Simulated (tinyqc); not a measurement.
Special k points of the fcc lattice, step by step. Values are carried at full precision from step to step, so a last printed digit may differ when a step is redone from the rounded ones.

Lattice vectors in units of a: a1 = (0, 1/2, 1/2), a2 = (1/2, 0, 1/2), a3 = (1/2, 1/2, 0); reciprocal vectors b_i with a_i . b_j = 2 pi delta_ij. Mesh: k = sum_i f_i b_i with f_i = (2 j_i + shift)/(2 N), j_i = 0 .. N-1. The point group of the lattice has 48 operations; only those that map the mesh onto itself are used.

Inputs chosen for the exercise:
- N = 4 (points along each reciprocal vector)
- shift = 0 (half steps)
- D = 1.57 eV (half gap term)
- t = 0.34 eV (coupling)
- e0 = 2.27 eV (offset)

## Irreducible points and weights

Join points that an operation carries into one another (modulo reciprocal vectors); list each class by its first point in the order of (j1, j2, ...).

Irreducible points:

| f1 | f2 | f3 | weight |
|---|---|---|---|
| 0.0000 | 0.0000 | 0.0000 | 1 |
| 0.0000 | 0.0000 | 0.2500 | 8 |
| 0.0000 | 0.0000 | 0.5000 | 4 |
| 0.0000 | 0.2500 | 0.2500 | 6 |
| 0.0000 | 0.2500 | 0.5000 | 24 |
| 0.0000 | 0.2500 | 0.7500 | 12 |
| 0.0000 | 0.5000 | 0.5000 | 3 |
| 0.2500 | 0.5000 | 0.7500 | 6 |

operations that keep the mesh = 48
irreducible points = 8

The weights add up to 64 = N^3; symmetry saves a factor 8.0.

## Which stars the mesh integrates

A_m(k) = sum over the m-th star of lattice vectors R of cos(k . R), stars in order of length: m = 1: |R|^2 = 0.5, 12 vectors, such as (1, 0, 0) in the basis a_i; m = 2: |R|^2 = 1, 6 vectors, such as (1, 1, -1) in the basis a_i; m = 3: |R|^2 = 1.5, 24 vectors, such as (2, 0, -1) in the basis a_i; m = 4: |R|^2 = 2, 12 vectors, such as (2, 0, 0) in the basis a_i; m = 5: |R|^2 = 2.5, 24 vectors, such as (2, 1, -1) in the basis a_i; m = 6: |R|^2 = 3, 8 vectors, such as (3, -1, -1) in the basis a_i. The zone mean of every A_m is zero.

Lattice vectors in units of a: a1 = (0, 1/2, 1/2), a2 = (1/2, 0, 1/2), a3 = (1/2, 1/2, 0); f are fractions of the reciprocal vectors. Evaluate the first six A_m at each irreducible point (k . R = 2 pi sum f_i n_i) and form the weighted means.

A_m at the points:
```
      m=1     m=2     m=3     m=4      m=5     m=6
1  12.000   6.000  24.000  12.000   24.000   8.000
2   6.000   0.000   0.000   0.000  -12.000   0.000
3   0.000  -6.000   0.000  12.000    0.000  -8.000
4   4.000   2.000  -8.000  -4.000    8.000  -8.000
5  -2.000   0.000   0.000   0.000    4.000   0.000
6   0.000  -2.000   0.000  -4.000    0.000   8.000
7  -4.000   6.000  -8.000  12.000   -8.000   8.000
8  -4.000   2.000   8.000  -4.000   -8.000  -8.000
```

weighted means: m=1 0.000, m=2 0.000, m=3 0.000, m=4 0.000, m=5 0.000, m=6 0.000

All six means vanish: the mesh is exact for functions whose Fourier series ends within these stars.

## A zone average from the irreducible points

Test function, the lower band of a two-band insulator: E(k) = -sqrt(D^2 + (e0 - t A_1(k))^2).

Lattice vectors in units of a: a1 = (0, 1/2, 1/2), a2 = (1/2, 0, 1/2), a3 = (1/2, 1/2, 0). Evaluate E at each point and take the weighted mean; the reference uses the unshifted mesh with N = 24.

E at the points (eV): -2.3960  -1.5868  -2.7600  -1.8147  -3.3418  -2.7600  -3.9550  -3.9550

weighted mean = -2.9052 eV
reference mean = -2.9100 eV

The error is +4.70 meV with 8 points.

## Checks

- Weighted mean over irreducible points against the plain mean over the whole mesh (eV): both -2.905247.
- Reference mean against a mesh of N = 30 (eV): both -2.9100.

Run: tinyqc, `OMP_NUM_THREADS=1 python tinyqc.py 1650891 1650892 out.jsonl`; Intel(R) Xeon(R) Processor @ 2.30GHz, one thread, shared host; about 0.2 s of CPU time with all checks.
